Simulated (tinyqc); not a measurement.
Pressure-driven transition between two phases with analytic equations of state: one step, computed by the program tinyqc. Command: `OMP_NUM_THREADS=1 python tinyqc.py 3030246 3030247 out.jsonl transition walk`. One thread of a shared host (Intel(R) Xeon(R) Processor @ 2.30GHz), about 0.03 s of CPU time with the checks.

Each phase obeys E = E0 + (9 B0 V0/h^2) {1 + [h (1 - x) - 1] exp(h (1 - x))}, P = 3 B0 (1 - x) x^-2 exp(h (1 - x)), x = (V/V0)^(1/3), h = (3/2)(B' - 1); E0 = 0 for phase 1 and Delta E0 for phase 2. H = E + P V.

Problem. One Newton step. At the estimate, solve P(V) = P for each phase, form H, and step P(new) = P - (H_2 - H_1)/(V_2 - V_1), since dH/dP = V.

Inputs (values chosen for the exercise, for two model phases):

| quantity | value | unit |
|---|---|---|
| volume V0 of phase 1 | 16.1 | angstrom^3/atom |
| B0 of phase 1 | 111 | GPa |
| B' of phase 1 | 3.68 | - |
| volume V0 of phase 2 | 11.9 | angstrom^3/atom |
| B0 of phase 2 | 132 | GPa |
| B' of phase 2 | 4.49 | - |
| energy of phase 2 above phase 1, Delta E0 | 0.024 | eV/atom |

Equation of state: Vinet.

rigid estimate = 0.9155295 GPa

Constants: 1 eV/angstrom^3 = 160.2176634 GPa.

Give: V_1; H_1; V_2; H_2; next pressure.

Solution.

V_1 = 15.97 angstrom^3

H_1 = 0.09163 eV

V_2 = 11.82 angstrom^3

H_2 = 0.09177 eV

next pressure = 0.9210 GPa
